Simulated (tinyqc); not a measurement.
## Joule-heated wire on a substrate, fin equation: effect of the cross-section

A wire of length L loses heat along itself to two contacts and sideways to the substrate: kap A theta'' - g theta + p = 0 with theta = T - T0 and p = p0. Each end passes the heat flow theta/Rc to its contact. Constant conductivity, diffusive heat flow.

The equation is solved on 800 equal steps and the peak is the largest node value. LH = sqrt(kap A/g); the share is the integral of g theta over that of p.

Parameters, values chosen for the exercise: conductivity along the wire kap = 23 W/(m K); conductance per length to the substrate g = 0.53 W/(m K); length between the contacts L = 2000 nm; thermal resistance of each contact Rc = 4.6 K/uW; heating per length p0 = 0.093 uW/nm.

Effect of the cross-section:
```
A (nm^2)  LH (nm)   L/LH  peak theta (K)  peak/(p0/g)  share to the substrate (%)
190         90.80  22.03           175.5        1.000                       92.56
380         128.4  15.57           175.4       0.9994                       90.22
750         180.4  11.09           174.5       0.9946                       87.47
1500        255.1  7.839           171.2       0.9755                       84.28
3000        360.8  5.543           163.8       0.9334                       80.88
6000        510.3  3.919           153.4       0.8742                       77.66
12000       721.6  2.771           143.1       0.8155                       75.05
```

As A goes from 190 to 12000 nm^2, the peak theta falls from 175 to 143 K and the share of heat to the substrate falls from 92.6 to 75.1 %; L/LH goes from 22 to 2.8. Where L/LH is smallest the peak reaches 0.82 of p0/g, where it is largest 1.0.

tinyqc, about 0.01 s, one thread, Intel Xeon 2.30GHz (shared host): `OMP_NUM_THREADS=1 python tinyqc.py 2520043 2520044 out.jsonl`
